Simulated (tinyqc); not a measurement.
Resistive memory cell, filament-gap model with Joule heating: one step of the calculation.

A tunnelling gap g separates the tip of a filament from the electrode. I = I0 exp(-g/g0) sinh(Vd/V0), with Vd = V - I Rs on the device; T = T0 + Rth Vd I at once; the gap closes as dg/dt = -nu exp(-q Ea/(kB T)) sinh(al q Vd/(kB T)). All constants are fitting values of a compact model.

Problem. Voltage on the device. I = I0 exp(-g/g0) sinh(Vd/V0); f = Vd + Rs I - V, f' = 1 + Rs (I0/V0) exp(-g/g0) cosh(Vd/V0), Vd(new) = Vd - f/f'.

Parameters, values chosen for the exercise: current scale I0 = 0.33 mA; tunnelling length g0 = 0.31 nm; voltage scale V0 = 0.25 V; series resistance Rs = 500 ohm; pulse voltage V = 1.44 V.

Vd after iteration 1 = 1.1983888 V
g = 0.4 nm

Find: I; f'; Vd after iteration 2.

Solution.

I = 5481.4 uA
f' = 11.964
Vd after iteration 2 = 0.98951 V

Computed by the program tinyqc: `OMP_NUM_THREADS=1 python tinyqc.py 2880142 2880143 out.jsonl`, one thread of a shared Intel Xeon 2.30GHz, about 0.1 s for the whole run.
